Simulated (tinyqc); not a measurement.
Inside a calculation: six-band Luttinger-Kohn model with strain. Values are carried at full precision from step to step, so a last printed digit may differ when a step is redone from the rounded ones.

Constants: hbar^2/2m0 = 3.80998211 eV angstrom^2.

Values chosen for the exercise (near those of AlAs; the results hold for these values, not for the real material): C11 = 131.5 GPa; C12 = 53.3 GPa; C44 = 52.8 GPa; load = uniaxial [100] (kind of stress); X = -0.77 GPa (stress); Dso = 0.273 eV (spin-orbit splitting); g1 = 3.76 (Luttinger gamma1); g2 = 0.83 (gamma2); g3 = 1.43 (gamma3); av = 2.34 eV (valence hydrostatic potential); b = -2.17 eV (tetragonal shear potential); d = -3.36 eV (trigonal shear potential); k = (0.004, 0.057, 0.011) 1/angstrom (wave vector); kmax = 0.08 1/angstrom (end of the path).

## Strain from a uniaxial [100] stress

s11 = (C11 + C12)/((C11 - C12)(C11 + 2 C12)), s12 = -C12/((C11 - C12)(C11 + 2 C12)), s44 = 1/C44; exx = s11 sxx + s12 (syy + szz) and cyclic, exy = s44 sxy/2; tension is positive. A uniaxial stress X along the unit vector n is s_ij = X n_i n_j.

s11, s12, s44 (1/TPa): 9.9251  -2.8626  18.9394

strain tensor:
```
           x         y         z
x  -0.007642  0.000000  0.000000
y   0.000000  0.002204  0.000000
z   0.000000  0.000000  0.002204
```

The volume changes by -0.323 %; there is no shear in the cubic axes, so d does not enter.

## The terms P, Q, R, S at one k

P = c g1 k^2 - av tr(e); Q = c g2 (kx^2 + ky^2 - 2 kz^2) - (b/2)(exx + eyy - 2 ezz); R = c sqrt3 [-g2 (kx^2 - ky^2) + 2i g3 kx ky] + (sqrt3/2) b (exx - eyy) - i d exy; S = 2 c sqrt3 g3 (kx - i ky) kz - d (exz - i eyz); c = hbar^2/2m0, e the strain tensor (not engineering shear).

Form the four terms.

Terms (eV):

| term | from k | from strain |
|---|---|---|
| P | 0.04851 | 0.00757 |
| Q | 0.00956 | -0.01068 |
| R | 0.01771+0.00430i | 0.01850 |
| S | 0.00083-0.01183i | 0.00000 |

## The Hamiltonian

Six-band Luttinger-Kohn model in the basis |3/2,3/2>, |3/2,1/2>, |3/2,-1/2>, |3/2,-3/2>, |1/2,1/2>, |1/2,-1/2>, electron energies, zero at the top of the unstrained valence band. H = -[rows: (P+Q, -S, R, 0, -S/r2, r2 R); (-S*, P-Q, 0, R, -r2 Q, r32 S); (R*, 0, P-Q, S, r32 S*, r2 Q); (0, R*, S*, P+Q, -r2 R*, -S*/r2); (-S*/r2, -r2 Q, r32 S, -r2 R, P+Dso, 0); (r2 R*, r32 S*, r2 Q, -S/r2, 0, P+Dso)], r2 = sqrt(2), r32 = sqrt(3/2). Levels are twofold.

Each term is the sum of its two parts.

H(k) (eV):
```
                  3/2,3/2          3/2,1/2         3/2,-1/2         3/2,-3/2          1/2,1/2         1/2,-1/2
3/2,3/2           -0.0549   0.0008-0.0118i  -0.0362-0.0043i                0   0.0006-0.0084i  -0.0512-0.0061i
3/2,1/2    0.0008+0.0118i          -0.0572                0  -0.0362-0.0043i          -0.0016  -0.0010+0.0145i
3/2,-1/2  -0.0362+0.0043i                0          -0.0572  -0.0008+0.0118i  -0.0010-0.0145i           0.0016
3/2,-3/2                0  -0.0362+0.0043i  -0.0008-0.0118i          -0.0549   0.0512-0.0061i   0.0006+0.0084i
1/2,1/2    0.0006+0.0084i          -0.0016  -0.0010+0.0145i   0.0512+0.0061i          -0.3291                0
1/2,-1/2  -0.0512+0.0061i  -0.0010-0.0145i           0.0016   0.0006-0.0084i                0          -0.3291
```

## Levels and their make-up

Diagonalise H. The weights add +m and -m and are averaged over each pair; m is taken along z.

levels from the top, each twofold (eV): -0.0135  -0.0878  -0.3399

weights:
```
               top  second  third
|3/2,+-3/2>  0.559   0.406  0.035
|3/2,+-1/2>  0.427   0.569  0.004
|1/2,+-1/2>  0.014   0.025  0.961
```

The top pair is 56 % |3/2,+-3/2>, the second pair is 57 % |3/2,+-1/2> and the third pair is 96 % |1/2,+-1/2>.

## Band edges at k = 0
Diagonalise H at k = 0. The weights add +m and -m (m along z) and are averaged over each pair.

edges from the top (eV): 0.0169  -0.0289  -0.2836

weights at k = 0:
```
               top  second  third
|3/2,+-3/2>  0.742   0.250  0.008
|3/2,+-1/2>  0.247   0.750  0.003
|1/2,+-1/2>  0.010   0.000  0.990
```

The stress splits the top two pairs by 45.8 meV, 1.77 times kT at 300 K (25.85 meV); the third lies 300.5 meV below the top, against Dso = 273 meV without stress.

## Polarisation of the edge transitions

In the basis X, Y, Z times spin, H(k = 0) has -Dso/3 + l exx + m (eyy + ezz) on the diagonal (cyclic) and n exy off it, l = av + 2 b, m = av - b, n = sqrt(3) d. Spin-orbit term (Dso/3) L.sigma on X, Y, Z with (L_k)_ij = -i epsilon_kij: <X+|H|Y+> = -i Dso/3, <X+|H|Z-> = Dso/3, <Y+|H|Z-> = -i Dso/3, <Z+|H|X-> = -Dso/3, <Z+|H|Y-> = i Dso/3, <X-|H|Y-> = i Dso/3, and their conjugates; + and - are the spin along z. The strength of a transition to an s-like conduction level for light polarised along the unit vector u is the weight of the orbital ux X + uy Y + uz Z in the valence state, summed over spin and averaged over the pair.

strain block of X, Y, Z (eV):
```
         X         Y         Z
X  0.03517         0         0
Y        0  -0.02893         0
Z        0         0  -0.02893
```

Relative strengths:

| polarisation | top | second | third |
|---|---|---|---|
| [100] | 0.758 | 0.000 | 0.242 |
| [010] | 0.121 | 0.500 | 0.379 |
| [001] | 0.121 | 0.500 | 0.379 |
| [110] | 0.440 | 0.250 | 0.310 |
| [1-10] | 0.440 | 0.250 | 0.310 |
| [111] | 0.333 | 0.333 | 0.333 |

The top pair is strongest for light along [100] (0.758) and weakest along [010] and [001] (0.121); without strain every direction has 1/3 on average over the fourfold top. For each polarisation the three pairs add up to 1.

## Hole masses at the edges

Curvature at k = 0: m/m0 = -2 c h^2/(E(h u) + E(-h u) - 2 E(0)) with h = 0.0002 1/angstrom along the unit vector u.

Hole masses (m0):

| direction | top | second | third |
|---|---|---|---|
| [110] | 0.233 | 0.299 | 0.274 |
| [1-10] | 0.233 | 0.299 | 0.274 |
| [100] | 0.170 | 0.476 | 0.303 |
| [001] | 0.370 | 0.218 | 0.251 |

Of the directions listed, the top pair is lightest along [100] (0.170) and heaviest along [001] (0.370). These masses hold only for hole energies well below the splitting of 46 meV.

## Bands along [100] and [001]

Six points from 0 to kmax in each direction.

Levels (eV):

| direction | \|k\| (1/angstrom) | top | second | third | top, no stress | second, no stress |
|---|---|---|---|---|---|---|
| [100] | 0.000 | 0.0169 | -0.0289 | -0.2836 | 0.0000 | 0.0000 |
| [100] | 0.016 | 0.0112 | -0.0310 | -0.2869 | -0.0020 | -0.0053 |
| [100] | 0.032 | -0.0058 | -0.0371 | -0.2968 | -0.0082 | -0.0208 |
| [100] | 0.048 | -0.0334 | -0.0474 | -0.3139 | -0.0184 | -0.0459 |
| [100] | 0.064 | -0.0617 | -0.0706 | -0.3394 | -0.0328 | -0.0793 |
| [100] | 0.080 | -0.0801 | -0.1155 | -0.3751 | -0.0512 | -0.1188 |
| [001] | 0.000 | 0.0169 | -0.0289 | -0.2836 | 0.0000 | 0.0000 |
| [001] | 0.016 | 0.0143 | -0.0334 | -0.2875 | -0.0020 | -0.0053 |
| [001] | 0.032 | 0.0068 | -0.0470 | -0.2995 | -0.0082 | -0.0208 |
| [001] | 0.048 | -0.0049 | -0.0694 | -0.3204 | -0.0184 | -0.0459 |
| [001] | 0.064 | -0.0205 | -0.0997 | -0.3516 | -0.0328 | -0.0793 |
| [001] | 0.080 | -0.0399 | -0.1360 | -0.3949 | -0.0512 | -0.1188 |

## Checks

- Levels against the same model in the basis X, Y, Z times spin: they agree to 1e-10 or better.

(tinyqc, `OMP_NUM_THREADS=1 python tinyqc.py 1080094 1080095 out.jsonl`, Intel(R) Xeon(R) Processor @ 2.30GHz, 1 thread, shared host, about 0.03 s.)
